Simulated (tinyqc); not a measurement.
ESD clamp with bipolar snapback, compact model and design window: one step of the calculation.

The drain junction multiplies the current that enters it: Igen = (M - 1)(Ic + I0), M = 1/(1 - (Vj/BV)^n). The generated holes leave through the substrate resistance and the base of the parasitic npn: Igen = Vb/Rb + Ic/be, Ic = Is exp(Vb/Vt). Terminal current I = Ic + I0 + Igen and voltage V = Vj + I Ro, per width. Isothermal, constant gain.

Problem. Design window and human-body level. Human-body model: 100 pF through 1500 ohm, peak current about (level - Vt2)/1500 ohm, decay time 150 ns. All fingers turn on before the first fails if Vt2 > Vt1; then the clamp carries Nf Wf It2, otherwise in the worst case Wf It2. Margins: Vh - 1.1 Vdd against latching in operation, Vox - max(Vt1, Vt2) for the protected oxide.

Inputs (values chosen for the exercise); values close to those of grounded-gate n-channel clamps:
```
symbol,value,unit,meaning
It2,11.4,mA/um,failure current for 100 ns
Wf,20,um,finger width
Nf,8,,number of fingers
Lv,1,kV,human-body-model level
Vox,13.5,V,oxide breakdown voltage for 100 ns
Vdd,1.8,V,supply voltage
```

Vt1 = 8.4140342 V
Vh = 5.0174440 V
Vt2 = 9.2348815 V

Find: peak current; current the clamp carries; level it withstands; holding margin; oxide margin.

Solution.

peak current = 0.66051 A
current the clamp carries = 1.8240 A
level it withstands = 2.7452 kV
holding margin = 3.0374 V
oxide margin = 4.2651 V

All fingers conduct; the clamp passes the level. Both margins are positive.

tinyqc, about 0.01 s, one thread, Intel Xeon 2.30GHz (shared host): `OMP_NUM_THREADS=1 python tinyqc.py 2670006 2670007 out.jsonl`
